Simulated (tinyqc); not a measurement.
Small-signal admittance of a forward-biased p+-n diode: one step of the calculation.

Holes injected into a neutral base of width wb with an ohmic contact at its end; low injection, p0 far above the equilibrium density. A small voltage v exp(i w t), w = 2 pi f, modulates the edge density by p0 v/Vt, and the small-signal density obeys Dp d2p/dx2 = (1/tau + i w) p.

Question. The same by finite differences. 9 equal intervals, h = wb/9; u = small-signal density over its edge value, u_0 = 1, u_9 = 0; u_(i-1) + b u_i + u_(i+1) = 0 with b = -2 - h^2 (1/tau + i w)/Dp; Y = (q Dp p0/(Vt h)) (-b/2 - u_1), which includes the half box at the edge.

Inputs (values chosen for the exercise); permittivity close to that of gallium arsenide:

| symbol | value | unit | meaning |
|---|---|---|---|
| T | 350 | K | temperature |
| Dp | 8 | cm^2/s | hole diffusion coefficient |
| tau | 8e-8 | s | hole lifetime |
| wb | 3.4 | um | width of the neutral base |
| p0 | 3.3e12 | cm^-3 | excess hole density at the junction edge |
| f | 1.7e6 | Hz | signal frequency |

Constants: q = 1.602176634e-19 C, kB = 1.380649e-23 J/K, Vt = kB T/q. Results are converted to the units shown.

Give: b; u; Y on the mesh.

Answer.

b = -2.002-0.002i

| node | u |
|---|---|
| 1 | 0.8833-0.0047i |
| 2 | 0.7686-0.0077i |
| 3 | 0.6556-0.0092i |
| 4 | 0.5441-0.0095i |
| 5 | 0.4338-0.0088i |
| 6 | 0.3245-0.0073i |
| 7 | 0.2159-0.0052i |
| 8 | 0.1078-0.0027i |

Y on the mesh = 0.4374+0.0209i S/cm^2

Computed by the program tinyqc: `OMP_NUM_THREADS=1 python tinyqc.py 2890178 2890179 out.jsonl`, one thread of a shared Intel Xeon 2.30GHz, about 0.01 s for the whole run.
